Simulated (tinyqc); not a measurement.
Decay across the direct gap: complex band structure along [001] in sp3s* tight binding.

For k = (0, 0, kz) the phase sums are g0 = cos(phi) and g3 = i sin(phi), phi = kz a/4, and the s, pz, s* orbitals of anion (a) and cation (c) decouple from px, py. With z = exp(i phi), H(z) = H0 + z T + T^T/z for any complex z. H0 is diagonal (Esa, Epa, Exa, Esc, Epc, Exc). The anion-cation block is B(z) = z U + W/z and the cation-anion block z W^T + U^T/z, where U has Vss/2 (s,s), Vsapc/2 (s,z), -Vscpa/2 (z,s), Vxx/2 (z,z), Vxapc/2 (s*,z), -Vpaxc/2 (z,s*), and W has the same values with the s-z and s*-z signs reversed. |z| = 1 is a band state, |z| < 1 decays along [001] as exp(-kappa d) over a distance d, kappa = -(4/a) ln|z|. No spin-orbit coupling.

Constants: hbar^2/2m0 = 3.80998211 eV angstrom^2.

Inputs chosen for the exercise (out of a larger set: near a published set for GaSb, fitted to gaps, whose masses and valley positions are rough (light masses up to twice too heavy); not measured data): p = (-7.344, 0.85, -3.883, 2.888, 6.614, 6.026, -6.216, 1.568, 4.114, 4.999, 4.637, 4.93, 4.214) eV (order Esa, Epa, Esc, Epc, Exa, Exc, Vss, Vxx, Vxy, Vsapc, Vscpa, Vxapc, Vpaxc); a = 6.091 angstrom (lattice constant).

Ev = -0.00102 eV
EG (direct gap) = 0.83991 eV

masses of this model, from the curvature at Gamma (m0): m_lh 0.05747, m_e 0.07178

kappa of the imaginary branch at Gamma against three formulas: parabolic from the valence edge, sqrt(m_lh E/c); parabolic from the conduction edge, sqrt(m_e (EG - E)/c); two-band (Franz), sqrt(m E (1 - E/EG)/c) with m = 2 m_lh m_e/(m_lh + m_e). E from Ev; c = hbar^2/2m0.

kappa (1/angstrom):

| E/EG | E (eV) | tight binding | parabolic, valence | parabolic, conduction | two-band |
|---|---|---|---|---|---|
| 0.05 | 0.0420 | 0.0246 | 0.0252 | 0.1226 | 0.0259 |
| 0.15 | 0.1260 | 0.0407 | 0.0436 | 0.1160 | 0.0424 |
| 0.25 | 0.2100 | 0.0498 | 0.0563 | 0.1089 | 0.0514 |
| 0.35 | 0.2940 | 0.0554 | 0.0666 | 0.1014 | 0.0566 |
| 0.50 | 0.4200 | 0.0590 | 0.0796 | 0.0890 | 0.0593 |
| 0.65 | 0.5459 | 0.0572 | 0.0907 | 0.0744 | 0.0566 |
| 0.85 | 0.7139 | 0.0440 | 0.1038 | 0.0487 | 0.0424 |
| 0.95 | 0.7979 | 0.0272 | 0.1097 | 0.0281 | 0.0259 |

Give the missing row, E/EG = 0.75, E (eV) = 0.6299.

Computed row:
```
E/EG  E (eV)  tight binding  parabolic, valence  parabolic, conduction  two-band
0.75  0.6299         0.0526              0.0975                 0.0629    0.0514
```

The branch joins the light-hole and conduction bands and peaks, among these rows, at E/EG = 0.50 with kappa = 0.0590 1/angstrom. At mid-gap the parabola from the conduction edge is +51 % off and the two-band form +0.5 %; over 5 nm the parabola would misstate exp(-2 kappa d) by a factor 20.

Run: tinyqc, `OMP_NUM_THREADS=1 python tinyqc.py 1482196 1482197 out.jsonl`; Intel(R) Xeon(R) Processor @ 2.30GHz, one thread, shared host; about 0.01 s of CPU time with all checks.
